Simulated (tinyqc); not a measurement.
Specific resistance of a metal-semiconductor contact and its transmission-line measurement: one step, computed by the program tinyqc. Command: `OMP_NUM_THREADS=1 python tinyqc.py 3030339 3030340 out.jsonl contact walk`. One thread of a shared host (Intel(R) Xeon(R) Processor @ 2.30GHz), about 0.01 s of CPU time with the checks.

The barrier is parabolic (depletion approximation), energies E are normal energies counted from the band edge in the neutral semiconductor (downwards for holes), and the bias is zero. xi is an input, held fixed when other inputs move.

Question. Tunnelling energy and barrier. E_00 = (e hbar/2) sqrt(N/(eps eps_0 m)); band bending E_b = phi_B + xi; depletion width w = sqrt(2 eps eps_0 E_b/(e^2 N)). Image lowering d_phi = (e^3 N E_b/(8 pi^2 (eps eps_0)^3))^(1/4) (E_b in volts), and E_b - d_phi replaces E_b everywhere except in w.

Inputs (values chosen for the exercise, modelled on n-type GaAs):
```
quantity                                           value    unit
tunnelling mass m                                  0.069     m_0
permittivity eps                                    12.9       -
barrier height phi_B                                0.58      eV
doping N                                         2.6e+19  1/cm^3
Fermi level above the band edge in the bulk, xi      0.4      eV
temperature T                                        300       K
```

Image-force lowering: included.

Constants: hbar = 1.054571817e-34 J s; eps_0 = 8.8541878128e-12 F/m; m_0 = 9.1093837015e-31 kg; k_B = 8.617333262e-05 eV/K; e = 1.602176634e-19 C.

Give: E_00; E_00/k_B T; depletion width; barrier used, above the bulk band edge.

Answer.

E_00 = 100.3 meV

E_00/k_B T = 3.882

depletion width = 7.331 nm

barrier used, above the bulk band edge = 0.8072 eV

By the usual rule this is thermionic-field emission (0.5 to 5 k_B T).
